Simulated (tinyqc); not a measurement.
## Gap and screening length from two transmissions

Inverse problem. At the source junction of a tunnel FET, T(w) = exp(-S), S = 2 pi lam sqrt(m/(C Eg)) [w + Eg/2 - sqrt(w (w + Eg))], C = hbar^2/(2 m0). Find Eg (between 0.1 and 3 eV) and lam.

Parameters, values chosen for the exercise:
```
symbol  value  unit                               meaning
m       0.041    m0  band-edge mass of the two-band model
```

Constants: q = 1.602176634e-19 C, hbar = 1.054571817e-34 J s, m0 = 9.1093837015e-31 kg, hbar^2/(2 m0) = 0.0380998212 eV nm^2. Results are converted to the units shown.

T(w) at w = 0.09 and 0.46 eV: 0.0037659044  0.075028460

Answer. The ratio of the two exponents depends on Eg alone and falls steadily with it, which fixes Eg; either exponent then gives lam.

ratio of the two S = 2.155
Eg = 0.7280 eV
lam = 4.000 nm

Computed by the program tinyqc: `OMP_NUM_THREADS=1 python tinyqc.py 2620159 2620160 out.jsonl`, one thread of a shared Intel Xeon 2.30GHz, about 0.01 s for the whole run.
